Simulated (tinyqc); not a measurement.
BCS gap equation with a constant attraction inside the Debye window: one step, computed by the program tinyqc.

Pairs attract with strength V for |xi| < k_B Theta; N(0) is the density of states for one spin. Energies are given as temperatures (E/k_B, in K) unless marked.

Problem. Gap at zero temperature. At T = 0 the gap equation 1/(N(0)V) = int_0^Theta d xi/sqrt(xi^2 + Delta^2) has the integral arcsinh(Theta/Delta), so Delta_0 = Theta/sinh(1/(N(0)V)); weak coupling gives 2 Theta exp(-1/(N(0)V)).

Inputs (values chosen for the exercise, modelled on lead): coupling N(0)V = 0.369; Debye temperature Theta = 95.7 K.

Solver: bisection.

Constants: k_B = 8.617333262e-05 eV/K.

Give: Delta_0; weak-coupling Delta_0; Delta_0 in meV.

Solution.

Delta_0 = 12.79 K

weak-coupling Delta_0 = 12.73 K

Delta_0 in meV = 1.102 meV
